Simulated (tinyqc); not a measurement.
## Silicon n-p-n transistor, Gummel numbers and transit times: effect of the temperature

One-dimensional n-p-n transistor in the forward active mode at low injection. In the base p(x) = NB exp(-eta x/wb) and ni(x)^2 = ni^2 exp((g0 + g1 x/wb)/Vt); electrons leave the base at vsat; band spikes at the emitter junction and recombination inside the emitter are ignored.

Nc and Nv are given at 300 K and scale as (T/300 K)^1.5; all else is held fixed. f(x) = p(x) ni^2/ni(x)^2; I(x) = integral from x to wb of f/Dn, plus f(wb)/vsat; base Gummel number GB = I(0); electron density per unit flux n/(J/q) = I/f; base transit time tauB = integral of I/f over the base. ni = sqrt(Nc Nv) exp(-Eg/(2 Vt)), Eg in volts; GE = NE exp(-gE/Vt)(we/Dp + 1/Se); JC = J0 exp(VBE/Vt), J0 = q ni^2/GB; gain limited by back injection GE/GB, by base recombination tb/tauB, together 1/beta = the sum of the inverses; collector layer one-sided, Wc = sqrt(2 eps0 eps_r (Vbc + VCB)/(q NC)), Vbc = Vt ln(p(wb) NC/ni^2), Cjc = eps0 eps_r/Wc; Early voltage VA = GB q p(wb)/(f(wb) Cjc [1/Dn - (eta + g1/Vt)/(wb vsat)]), f(wb) = p(wb) exp(-(g0 + g1)/Vt), p(wb) = NB exp(-eta); tauC = Wc/(2 vsat). Peak fT here means 1/(2 pi (tauB + tauC + Rc Cjc)); base sheet resistance 1/(q mp times the integral of p).

Values chosen for this exercise; band and dielectric values close to those of silicon:
```
symbol    value        unit                                                         meaning
Eg         1.13          eV                                                        band gap
eps_r      11.6                                                       relative permittivity
Nc      2.82e19       cm^-3  conduction-band density of states at the reference temperature
Nv      2.63e19       cm^-3     valence-band density of states at the reference temperature
vsat     9.87e6        cm/s                                             saturation velocity
wb          320          nm                                              neutral base width
NB       2.3e18       cm^-3                                 base doping at the emitter edge
eta           0                                              doping falls as exp(-eta x/wb)
g0            0          eV                   gap reduction at the emitter edge of the base
g1            0          eV                  further gap reduction across the base (linear)
Dn          4.6      cm^2/s                      electron diffusion coefficient in the base
NE         3e20       cm^-3                                                  emitter doping
gE        0.077          eV              gap reduction in the emitter (negative: wider gap)
we          270          nm                                           neutral emitter width
Dp          1.6      cm^2/s                       hole diffusion coefficient in the emitter
Se          8e6        cm/s                   recombination velocity at the emitter contact
tb         4e-8           s                                   electron lifetime in the base
NC       1.2e16       cm^-3                                                collector doping
VCB         0.1           V                                     collector-base reverse bias
Rc           18    ohm um^2                               emitter plus collector resistance
mp          160  cm^2/(V s)                                       hole mobility in the base
```

Constants: q = 1.602176634e-19 C, kB = 1.380649e-23 J/K, Vt = kB T/q, eps0 = 8.8541878128e-14 F/cm where lengths are in cm. Results are converted to the units shown.

The same in every row: GB (s/cm^4) = 1.623e13; tb/tauB = 349.2; tauB (ps) = 114.5; base sheet resistance (kohm) = 0.5300.

Result of one run:
```
T (K),GE/GB,beta,VA (V),tauC (ps),peak fT (GHz)
240,7.590,7.429,387.0,1.683,1.369
```

What becomes of these results when the temperature T is changed from 240 to 200 K, all else the same?

Result of the changed run:
```
T (K),GE/GB,beta,VA (V),tauC (ps),peak fT (GHz)
200,3.605,3.568,394.8,1.717,1.369
```

The whole series:
```
T (K),GE/GB,beta,VA (V),tauC (ps),peak fT (GHz)
200,3.605,3.568,394.8,1.717,1.369
240,7.590,7.429,387.0,1.683,1.369
280,12.92,12.46,378.6,1.647,1.370
320,19.25,18.25,369.8,1.608,1.370
360,26.26,24.42,360.5,1.568,1.371
400,33.65,30.69,350.8,1.525,1.371
440,41.23,36.88,340.5,1.481,1.372
480,48.83,42.84,329.7,1.434,1.372
```

As T goes from 200 to 480, beta rises from 3.57 to 42.8, VA falls from 395 to 330 V, the peak fT stays near 1.37 GHz and the base sheet resistance stays at 0.530 kohm. The product beta VA changes by a factor of 10.0. Back injection limits the gain in every row. For T = 200 beta is under 5, where charge stored in the emitter, left out, would cut fT markedly.

Range of the model: Heavy doping makes emitter or base degenerate; gE and g0 are to be read as apparent gap changes that include this.

tinyqc, about 0.01 s, one thread, Intel Xeon 2.30GHz (shared host): `OMP_NUM_THREADS=1 python tinyqc.py 2320080 2320081 out.jsonl`
